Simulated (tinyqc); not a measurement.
Junctionless gate-all-around wire, depletion approximation: one step of the calculation.

A uniformly doped n-type wire of radius R under a surrounding gate; long channel. Below flat band a shell from radius rc to R is fully depleted and the neutral core, at channel potential V (0 at the source, Vd at the drain), carries the current with constant mobility; s = (rc/R)^2 is the share of the cross-section that conducts. The edge of the depleted shell is taken as abrupt, so there is no subthreshold current.

Task. Conducting share at the source by Newton steps. With V = 0: f = A (1 - s + s ln s) + B (1 - s) - (Vfb - Vg); f' = A ln s - B; s(new) = s - f/f'.

Values chosen for this exercise: flat-band voltage Vfb = 0.75 V; gate voltage Vg = 0.46 V.

s after iteration 1 = 0.54505439
A = 0.58497182 V
B = 0.73674317 V

Find: f; f'; s after iteration 2.

Result.

f = 0.11781 V
f' = -1.0917 V
s after iteration 2 = 0.65297

Computed by the program tinyqc: `OMP_NUM_THREADS=1 python tinyqc.py 2460098 2460099 out.jsonl`, one thread of a shared Intel Xeon 2.30GHz, about 0.01 s for the whole run.
